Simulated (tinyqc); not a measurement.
Wannier functions of a composite (isolated) pair of valence bands (bonds of an sp chain), step by step. Values are carried at full precision from step to step, so a last printed digit may differ when a step is redone from the rounded ones.

Each atom has a hybrid pointing left (<) and right (>). H(k): diagonal +V3 on A, -V3 on B; <A<|A>> = -V1a, <B<|B>> = -V1b, <A>|B<> = -V2, <B>|A<> = -V2p exp(ik); k in 1/a, Bloch sums with exp(ikR). The two lowest bands are filled. Trial functions in cell 0: g1 = cos(c) A> + sin(c) B<, and g2 = sin(c) B> + cos(c) A< of cell 1, whose Bloch vector has cos(c) exp(-ik) on A<. Projection A_mn = <psi_m|g_n>, S = A^+ A, Loewdin U = A S^(-1/2), Bloch-like states w_n = sum_m psi_m U_mn, H_W(k) = U^+ diag(E) U. P = sum_m |psi_m><psi_m| is free of phase choices, and S = g^+ P g, w = P g S^(-1/2).

Parameters, chosen for this exercise:

| symbol | value | unit | meaning |
|---|---|---|---|
| V2 | 3.87 | eV | coupling in the bond A-B inside the cell |
| V2p | 2.58 | eV | coupling in the bond to the next cell |
| V1a | 0.68 | eV | coupling of the two hybrids on A |
| V1b | 0.91 | eV | the same on B |
| V3 | 0 | eV | A at +V3, B at -V3 |
| j | 1 |  | mesh point, k = 2 pi j/N |
| N | 5 |  | k points |
| c | 45 | degrees | trial bonds cos(c) on A, sin(c) on B |
| xb | 0.47 | a | position of B (A at 0) |

## H at one mesh point

Fill in the matrix.

H(k) (eV), lower triangle (Hermitian):
```
                 A<       A>       B<  B>
A<                0
A>          -0.6800        0
B<                0  -3.8700        0
B>  -0.7973-2.4537i        0  -0.9100   0
```

## Levels and the projector on the filled bands

Diagonalise; P = sum over the two lowest states of |psi><psi|.

levels (eV): -4.1699  -2.3528  2.3528  4.1699

P, lower triangle (Hermitian):
```
                A<              A>              B<      B>
A<          0.5000
A>  0.0346-0.0675i          0.5000
B<               0  0.4941-0.0119i          0.5000
B>  0.1357+0.4752i               0  0.0567-0.0505i  0.5000
```

The filled states put 2.000 electrons on A and 2.000 on B at this k.

## Loewdin orthogonalisation

The trial vectors are the columns g1 = (0, cos c, sin c, 0), g2 = (cos c exp(-ik), 0, 0, sin c), k = 2 pi j/N. Form S = g^+ P g, its eigenvalues, S^(-1/2), and w = P g S^(-1/2).

S:
```
                1               2
1          0.9941  0.0016-0.0017i
2  0.0016+0.0017i          0.9939
```

eigenvalues of S: 0.9917  0.9963

S^(-1/2):
```
                 1                2
1           1.0030  -0.0008+0.0008i
2  -0.0008-0.0008i           1.0031
```

w:
```
                 1                2
A<  0.0238+0.0482i   0.2058-0.6744i
A>  0.7050+0.0085i  -0.0385-0.0375i
B<  0.7050-0.0085i   0.0396+0.0364i
B>  0.0396-0.0364i   0.7049+0.0127i
```

The combinations of the trial bonds that diagonalise S lie 99.2 to 99.6 % inside the filled space; an eigenvalue near zero would mark a poor choice.

## The Hamiltonian in the new basis

H_W = w^+ H w; its eigenvalues must be the two filled levels.

H_W(k) (eV):
```
               1              2
1         -3.906  -0.555+0.318i
2  -0.555-0.318i         -2.616
```

eigenvalues (eV): -4.170  -2.353

## Hoppings between the Wannier functions

H_mn(R) = (1/N) sum_k exp(-ikR) H_W,mn(k), the coupling of function m in cell 0 to function n in cell R.

H(R) (eV):

| R | 11 | 12 | 21 | 22 |
|---|---|---|---|---|
| -2 | 0.0005 | -0.0026 | -0.0002 | 0.0005 |
| -1 | 0.0236 | -0.3364 | -0.0035 | 0.0236 |
| 0 | -3.9202 | -0.4523 | -0.4523 | -2.6302 |
| 1 | 0.0236 | -0.0035 | -0.3364 | 0.0236 |
| 2 | 0.0005 | -0.0002 | -0.0026 | 0.0005 |

The bond levels are -3.920 and -2.630 eV, against -sqrt(V2^2 + V3^2) = -3.870 and -2.580 for isolated bonds. Neighbouring bonds couple by -0.452 eV through B; the bond-orbital estimate is -V1b (1 + ap)/2 = -0.455 with the mean V2 in ap = V3/sqrt(V2^2 + V3^2).

## The functions in real space

w_n(R) = (1/N) sum_k exp(ikR) w_n(k); point-like hybrids at R (A) and R + xb (B) give centres and spreads.

Function 1:

| R | A< | A> | B< | B> |
|---|---|---|---|---|
| -2 | 0.0000 | 0.0002 | -0.0001 | -0.0011 |
| -1 | 0.0005 | 0.0056 | -0.0031 | -0.0369 |
| 0 | 0.0377 | 0.7043 | 0.7043 | 0.0500 |
| 1 | -0.0494 | -0.0031 | 0.0056 | 0.0007 |
| 2 | -0.0014 | -0.0001 | 0.0002 | 0.0000 |

centres (a): 1 0.2361, 2 0.7339

spreads (a^2): 1 0.0574, 2 0.0722

Function 1 has 99.2 % of its weight on the two hybrids of its bond. Its centre lies +0.0011 a from the middle of the bond.

## Checks

- Eigenvalues of H_W against the filled levels: they agree to 1e-10 or better.
- W^+ w against the unit matrix: they agree to 1e-10 or better.

tinyqc: `OMP_NUM_THREADS=1 python tinyqc.py 1452643 1452644 out.jsonl`; about 0.2 s, one thread, shared Intel(R) Xeon(R) Processor @ 2.30GHz.
